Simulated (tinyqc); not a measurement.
Worked calculation: coupled-perturbed Hartree-Fock on RHF in the sto-3g basis, for BeH2, spin multiplicity 1. One step of it, computed by the program tinyqc.

Question. Iteration 7 (converged): orbitals. Diagonalise F' = X^T F X, C = X C', fill 3 alpha and 3 beta electrons from the bottom; D = 2 C_occ C_occ^T. Each column has its largest component positive (the first on a tie).

converged F (hartree):
```
            1Be 1s     1Be 2s   1Be 2px    1Be 2py    1Be 2pz      2H 1s      3H 1s
1Be 1s   -4.525833  -1.289027  0.000000   0.000010   0.000759  -0.247619  -0.251951
1Be 2s   -1.289027  -0.603934  0.000000   0.001100  -0.006072  -0.357535  -0.360215
1Be 2px   0.000000   0.000000  0.213877   0.000000   0.000000   0.000000   0.000000
1Be 2py   0.000010   0.001100  0.000000  -0.170476   0.000083  -0.311230   0.312455
1Be 2pz   0.000759  -0.006072  0.000000   0.000083   0.213615  -0.007918  -0.008014
2H 1s    -0.247619  -0.357535  0.000000  -0.311230  -0.007918  -0.251372  -0.022211
3H 1s    -0.251951  -0.360215  0.000000   0.312455  -0.008014  -0.022211  -0.254053
```

X:
```
                 1          2          3         4          5         6          7
1Be 1s    0.006016  -0.380648   0.916975  0.000000  -0.161705  0.260306  -0.046918
1Be 2s   -0.024721   1.125670  -0.068300  0.000000  -0.020894  0.524983  -0.095263
1Be 2px   0.000000   0.000000   0.000000  1.000000   0.000000  0.000000   0.000000
1Be 2py   1.246364   0.020974   0.000692  0.000000  -0.000033  0.099244   0.542790
1Be 2pz  -0.000943   0.037546   0.181255  0.000000   0.982927  0.016532  -0.003046
2H 1s    -0.877410  -0.723017  -0.296731  0.000000   0.053050  0.416766   0.315620
3H 1s     0.909185  -0.693336  -0.295047  0.000000   0.052762  0.278720  -0.441783
```

Give: F' = X^T F X; orbital energies; coefficients C; D after iteration 7.

Answer.

F' = X^T F X (hartree):
```
        1       2       3      4       5       6       7
1   0.756   0.006  -0.007  0.000   0.001   0.006   0.049
2   0.006   0.284   0.622  0.000  -0.108   0.251  -0.045
3  -0.007   0.622  -3.444  0.000   0.683  -1.593   0.289
4   0.000   0.000   0.000  0.214   0.000   0.000   0.000
5   0.001  -0.108   0.683  0.000   0.086   0.305  -0.055
6   0.006   0.251  -1.593  0.000   0.305  -1.256   0.159
7   0.049  -0.045   0.289  0.000  -0.055   0.159  -0.414
```

orbital energies (hartree): MO1 -4.529, MO2 -0.428, MO3 -0.387, MO4 0.213, MO5 0.214, MO6 0.385, MO7 0.758

coefficients C:
```
            MO1     MO2     MO3     MO4    MO5     MO6     MO7
1Be 1s    0.992  -0.215  -0.004   0.018  0.000  -0.228   0.001
1Be 2s    0.031   0.594   0.012  -0.076  0.000   1.094  -0.011
1Be 2px   0.000   0.000   0.000   0.000  1.000   0.000   0.000
1Be 2py   0.000  -0.009   0.497   0.000  0.000   0.006   1.269
1Be 2pz   0.000   0.007   0.000   0.997  0.000   0.082  -0.001
2H 1s    -0.004   0.384   0.431   0.037  0.000  -0.753  -0.869
3H 1s    -0.004   0.400  -0.415   0.036  0.000  -0.746   0.883
```

D after iteration 7:
```
         1Be 1s  1Be 2s  1Be 2px  1Be 2py  1Be 2pz   2H 1s   3H 1s
1Be 1s    2.060  -0.193    0.000    0.000   -0.003  -0.176  -0.176
1Be 2s   -0.193   0.708    0.000    0.001    0.009   0.467   0.465
1Be 2px   0.000   0.000    0.000    0.000    0.000   0.000   0.000
1Be 2py   0.000   0.001    0.000    0.495    0.000   0.421  -0.421
1Be 2pz  -0.003   0.009    0.000    0.000    0.000   0.006   0.006
2H 1s    -0.176   0.467    0.000    0.421    0.006   0.667  -0.050
3H 1s    -0.176   0.465    0.000   -0.421    0.006  -0.050   0.665
```
